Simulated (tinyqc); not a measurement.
Disorder broadening of a one-dimensional band in the self-consistent Born approximation: two steps of the calculation.

The local Green function is G = g0(z - Sigma) with z = E + i eta and g0(z) = 1/(sqrt(z - 2t) sqrt(z + 2t)), principal roots; the self-energy is Sigma = D G. The density of states is -Im G/pi.

Inputs (values chosen for the exercise):
```
symbol  value  unit                             meaning
t         0.4    eV                             hopping
D       0.012  eV^2  variance of the random site energy
eta     0.012    eV                     bare broadening
E         0.6    eV         energy from the band centre
mix       0.3                                    mixing
```

Constants: q = 1.602176634e-19 C, hbar = 1.054571817e-34 J s. Results are converted to the units shown.

Problem 1. Born step. G = g0(z - Sigma), Sigma(out) = D G, Sigma(new) = Sigma + mix (Sigma(out) - Sigma).

Sigma after iteration 1 = (0.1745206-6.7948856i) x 1e-3 eV

Give: G; Sigma(out); Sigma after iteration 2.

Solution 1.

G = 0.0756-1.8834i 1/eV
Sigma(out) = 0.000907-0.022601i eV
Sigma after iteration 2 = 0.000394-0.011537i eV

Problem 2. Density of states and lifetime. G = Sigma/D, density of states -Im G/pi, lifetime hbar/(2 |Im Sigma|); without disorder the density of states is -Im g0(z)/pi.

converged Sigma = 0.001617312-0.022376692i eV

Give: density of states; lifetime; density of states without disorder.

Solution 2.

density of states = 0.5936 1/eV
lifetime = 14.71 fs
density of states without disorder = 0.6008 1/eV

Disorder makes the density of states at this energy 1.2 % below the clean value.

Range of the model: The self-consistent Born approximation misses band tails from rare fluctuations and localisation.

Computed by the program tinyqc: `OMP_NUM_THREADS=1 python tinyqc.py 2720127 2720128 out.jsonl`, one thread of a shared Intel Xeon 2.30GHz, about 0.02 s for the whole run.
